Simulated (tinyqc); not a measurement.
Inside a calculation. Model: floating body of a partially depleted SOI transistor: body voltage and kink.

tinyqc, about 0.2 s, one thread, Intel Xeon 2.30GHz (shared host): `OMP_NUM_THREADS=1 python tinyqc.py 2182164 2182165 out.jsonl` Printed values are rounded.

Source at 0 V. Channel current Ic = 2 nf K Vt^2 [F(0) - F(Vd)](1 + la Vd), F(V) = ln^2(1 + exp((Vg - VT - nf V)/(2 nf Vt))), VT = VT0 - gb Vb. Saturation voltage Vs = 2 Vt sqrt(F(0)) + 3 Vt, excess Ve = (Vd - Vs + sqrt((Vd - Vs)^2 + 0.0004 V^2))/2, multiplication M1 = Ai Ve exp(-Bl/Ve). Each junction passes D(v) = J1 (exp(v/Vt) - 1) + J2 (exp(v/(2 Vt)) - 1). Bipolar current Ib = bb J1 (exp(Vb/Vt) - 1). The body settles where M1 (Ic + Ib) = D(Vb) + D(Vb - Vd) + Vb/Rb; drain current Id = (1 + M1)(Ic + Ib) - D(Vb - Vd).

Parameters, values chosen for the exercise; values of the order met in partially depleted silicon-on-insulator transistors:
```
symbol,value,unit,meaning
T,330,K,temperature
VT0,0.33,V,threshold at zero body voltage
gb,0.19,,fall of the threshold per volt of body voltage
nf,1.5,,slope factor
K,310,uA/(V^2 um),gain factor per width
la,0.08,1/V,channel-length modulation factor
Ai,2.31,1/V,impact-ionisation prefactor
Bl,4.7,V,impact-ionisation voltage
J1,4.6e-11,uA/um,diffusion saturation current of each junction
J2,3.8e-8,uA/um,recombination saturation current of each junction
bb,3,,gain of the lateral bipolar transistor on the diffusion current
Rb,1e9,kohm um,"resistance of a weak body tie to the source (1e9 stands for no tie, and the term is then dropped)"
Vg,0.72,V,gate voltage
Vd,1.1,V,drain voltage
```

Constants: q = 1.602176634e-19 C, kB = 1.380649e-23 J/K, Vt = kB T/q. Results are converted to the units shown.

Range of the model: The multiplication law is an empirical form chosen for the exercise; self-heating and capacitive coupling to the body are left out, and the linear laws are rough once Vb passes about 0.7 V or M1 about 0.1.

## Starting value

Vb = 0.69 V.

Vb at the start = 0.69 V

## Iteration 1: new Vb

Current into the body I_in = M1 (Ic + Ib) - D(Vb - Vd), current out I_out = D(Vb) + Vb/Rb; f = ln(I_in/I_out), s = df/dVb by central differences over 1e-5 V, Vb(new) = Vb - f/s.

Ic = 30.5511 uA/um
Ve = 0.667312 V
M1 = 0.00134625
I_in = 0.0475374 uA/um
I_out = 1.59369 uA/um
f = -3.51229
s = -31.2408 1/V
Vb after iteration 1 = 0.577574 V

## Iteration 2: new Vb

As before.

Ic = 28.1047 uA/um
Ve = 0.681514 V
M1 = 0.00159225
I_in = 0.0448952 uA/um
I_out = 0.0314211 uA/um
f = 0.356851
s = -35.2120 1/V
Vb after iteration 2 = 0.587708 V

## Iteration 3: new Vb

As before.

Ic = 28.3210 uA/um
Ve = 0.680234 V
M1 = 0.00156877
I_in = 0.0446338 uA/um
I_out = 0.0446460 uA/um
f = -2.72800e-4
s = -35.2608 1/V
Vb after iteration 3 = 0.587700 V

## Course of the iteration

Stop when the step is below 1e-10 V, or after 40 iterations.

Course of the iteration:
```
iteration  Vb before the step (V)   step (V)
1                            0.69     -0.112
2                        0.577574     0.0101
3                        0.587708   -7.74e-6
4                        0.587700  -2.78e-12
```

Converged in 4 iterations.

## Drain current with floating and with grounded body

converged Vb = 0.587700 V

Id and VT at the converged Vb, Id at Vb = 0, their ratio, and the bipolar share Ib/(Ic + Ib).

VT = 0.218337 V
Id, floating = 28.4958 uA/um
Id, grounded = 17.2360 uA/um
ratio = 1.65327
bipolar share = 0.458321 %

The body rises to 0.588 V and lowers the threshold by 112 mV.
